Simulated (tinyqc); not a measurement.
Gate sweep: gated graphene: carriers, quantum capacitance and optical conductivity.

Cones E = +/- hv |k|, four flavours, D(E) = 2|E|/(pi hv^2). n = (2/pi)(kT/hv)^2 F_1(mu/kT), p = (2/pi)(kT/hv)^2 F_1(-mu/kT), in 1/angstrom^2 (1e16 for 1/cm^2); F_1(eta) = integral_0^infinity x dx/(1 + exp(x - eta)). Cq/e^2 = d(n - p)/d mu = (2 kT/(pi hv^2)) ln(2 + 2 cosh(mu/kT)).

Gate: V = mu/e + e (n - p)/Cox with Cox/e^2 = k/(4 pi e2 t), t in angstrom, e2 = e^2/(4 pi eps0); 1/(eV angstrom^2) in C/e^2 equals 1602.176634 microfarad/cm^2; total 1/C = 1/Cox + 1/Cq.

Constants: kB = 8.617333262e-05 eV/K; e^2/(4 pi eps0) = 14.39964547 eV angstrom.

Inputs chosen for the exercise (Fermi velocity near that of graphene, gate dielectric near hBN; shifted at random, so the results belong to these values and not to a real crystal):
```
symbol  value  unit         meaning
hv      6.08   eV angstrom  hbar vF
T       300    K
k       3.37                dielectric constant of the gate layer
t       10     nm           its thickness
```

Results:
```
V (V)  mu (eV)  n - p (1/cm^2)  n + p (1/cm^2)  Cq (microfarad/cm^2)  C/Cox  Cox V/e (1/cm^2)
0       0.0000               0        1.89e+11                 0.989  0.768                 0
0.022   0.0051        3.15e+10        1.92e+11                 0.996  0.769          4.10e+10
0.059   0.0135        8.47e+10        2.05e+11                  1.04  0.777          1.10e+11
0.15    0.0325        2.19e+11        2.80e+11                  1.25  0.808          2.79e+11
0.30    0.0576        4.51e+11        4.75e+11                  1.74  0.853          5.59e+11
0.52    0.0854        8.09e+11        8.18e+11                  2.41  0.890          9.68e+11
0.74    0.1074        1.18e+12        1.18e+12                  2.98  0.909          1.38e+12
1.1     0.1366        1.79e+12        1.80e+12                  3.78  0.927          2.05e+12
1.6     0.1695        2.66e+12        2.66e+12                  4.68  0.940          2.98e+12
```

At neutrality n + p = 1.89e+11 1/cm^2 of thermal carriers remain and C/Cox = 0.768; at the last row C/Cox = 0.940 and the plain capacitor rule overstates n - p by 11.9 %. Between the last two rows mu goes as V^0.58; for |mu| well above kT the limits are 1/2 where Cox is small against Cq and 1 where it is large.

Run: tinyqc, `OMP_NUM_THREADS=1 python tinyqc.py 1682254 1682255 out.jsonl`; Intel(R) Xeon(R) Processor @ 2.30GHz, one thread, shared host; about 0.01 s of CPU time with all checks.
